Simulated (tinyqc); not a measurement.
A particle near a wafer in liquid: double-layer and van der Waals forces (DLVO), deposition barrier and removal: one step, computed by the program tinyqc. Command: `OMP_NUM_THREADS=1 python tinyqc.py 3113638 3113639 out.jsonl dlvo walk`. One thread of a shared host (Intel(R) Xeon(R) Processor @ 2.30GHz), about 0.01 s of CPU time with the checks.

Sphere and flat wall, Derjaguin approximation, constant potentials in the linear-superposition form, no retardation and no hydration force.

Task: Screening. kappa^2 = 2 z^2 e^2 N_A (1000 c)/(eps eps_0 k_B T); gamma_i = tanh(z e psi_i/(4 k_B T)); Z = 64 pi eps eps_0 (k_B T/(z e))^2 gamma_1 gamma_2.

Inputs (values chosen for the exercise, of the order of those for alumina on silica in water): particle radius R = 410 nm; potential of the particle psi_1 = 34 mV; potential of the wafer psi_2 = -44 mV; salt concentration c = 0.16 mol/L; valence z of the symmetric salt = 1; temperature T = 298 K; dielectric constant of the liquid = 78.4.

Constants: e = 1.602176634e-19 C; N_A = 6.02214076e+23 1/mol; eps_0 = 8.8541878128e-12 F/m; k_B = 1.380649e-23 J/K; k_B = 8.617333262e-05 eV/K.

Give: kappa; Debye length; gamma_1; gamma_2; Z; kappa R.

Result:

kappa = 1.316 1/nm

Debye length = 0.7598 nm

gamma_1 = 0.3194

gamma_2 = -0.4039

Z = -11.88 pN

kappa R = 539.6

Opposite signs: the double layers attract.
